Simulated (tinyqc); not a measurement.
Inside a calculation. Method: RKS/B3LYP (VWN-RPA form) in the 3-21g basis, for H3+, spin multiplicity 1. One step of it, computed by the program tinyqc.

Problem. Iteration 1: diagonalisation and new density. Diagonalise F' = X^T F X, C = X C', fill 1 alpha and 1 beta electrons from the bottom; D = 2 C_occ C_occ^T; the new density keeps 0.7 of the old one (damping). Each column has its largest component positive (the first on a tie).

Kohn-Sham matrix F (hartree), lower triangle:
```
           1H 1s      1H 2s      2H 1s      2H 2s      3H 1s      3H 2s
1H 1s  -0.271124
1H 2s  -0.572740  -0.566722
2H 1s  -0.115825  -0.265681  -0.271124
2H 2s  -0.265681  -0.397620  -0.572740  -0.566722
3H 1s  -0.116097  -0.268024  -0.116097  -0.268024  -0.271776
3H 2s  -0.266455  -0.397193  -0.266455  -0.397193  -0.575836  -0.564964
```

X:
```
               1          2          3          4          5         6
1H 1s  -0.754076   0.435431   0.781946   0.547264  -0.315911  0.192287
1H 2s   1.253577  -0.723665  -0.511084   0.329201  -0.190062  0.294185
2H 1s   0.754076   0.435431   0.781946  -0.547264  -0.315911  0.192287
2H 2s  -1.253577  -0.723665  -0.511084  -0.329201  -0.190062  0.294185
3H 1s   0.000000  -0.870769   0.781962   0.000000   0.631865  0.192264
3H 2s   0.000000   1.447328  -0.511125   0.000000   0.380178  0.294159
```

D at the start, lower triangle:
```
          1H 1s     1H 2s     2H 1s     2H 2s     3H 1s     3H 2s
1H 1s  0.108290
1H 2s  0.124368  0.142833
2H 1s  0.108290  0.124368  0.108290
2H 2s  0.124368  0.142833  0.124368  0.142833
3H 1s  0.108253  0.124325  0.108253  0.124325  0.108216
3H 2s  0.124331  0.142791  0.124331  0.142791  0.124288  0.142748
```

overlap S, lower triangle:
```
          1H 1s     1H 2s     2H 1s     2H 2s     3H 1s     3H 2s
1H 1s  1.000000
1H 2s  0.645899  1.000000
2H 1s  0.037767  0.207619  1.000000
2H 2s  0.207619  0.502722  0.645899  1.000000
3H 1s  0.037730  0.207545  0.037730  0.207545  1.000000
3H 2s  0.207545  0.502613  0.207545  0.502613  0.645899  1.000000
```

Give: F' = X^T F X; orbital energies; coefficients C; D after iteration 1.

Solution.

F' = X^T F X (hartree), lower triangle:
```
        1       2       3       4       5       6
1   0.453
2   0.000   0.455
3   0.000  -0.007   0.665
4  -0.280   0.000   0.000  -0.351
5   0.000  -0.280   0.001   0.000  -0.351
6   0.000   0.002  -0.051   0.000  -0.001  -0.785
```

orbital energies (hartree): MO1 -0.787, MO2 -0.439, MO3 -0.438, MO4 0.541, MO5 0.542, MO6 0.667

coefficients C:
```
         MO1     MO2     MO3     MO4     MO5     MO6
1H 1s  0.218   0.296  -0.171  -0.883   0.551   0.747
1H 2s  0.276   0.690  -0.399   1.097  -0.660  -0.486
2H 1s  0.218  -0.296  -0.171   0.883   0.551   0.747
2H 2s  0.276  -0.690  -0.399  -1.097  -0.660  -0.486
3H 1s  0.222   0.000   0.343   0.000  -0.977   0.828
3H 2s  0.275   0.000   0.794   0.000   1.238  -0.589
```

D after iteration 1, lower triangle:
```
       1H 1s  1H 2s  2H 1s  2H 2s  3H 1s  3H 2s
1H 1s  0.104
1H 2s  0.123  0.146
2H 1s  0.104  0.123  0.104
2H 2s  0.123  0.146  0.123  0.146
3H 1s  0.105  0.124  0.105  0.124  0.105
3H 2s  0.123  0.146  0.123  0.146  0.124  0.145
```
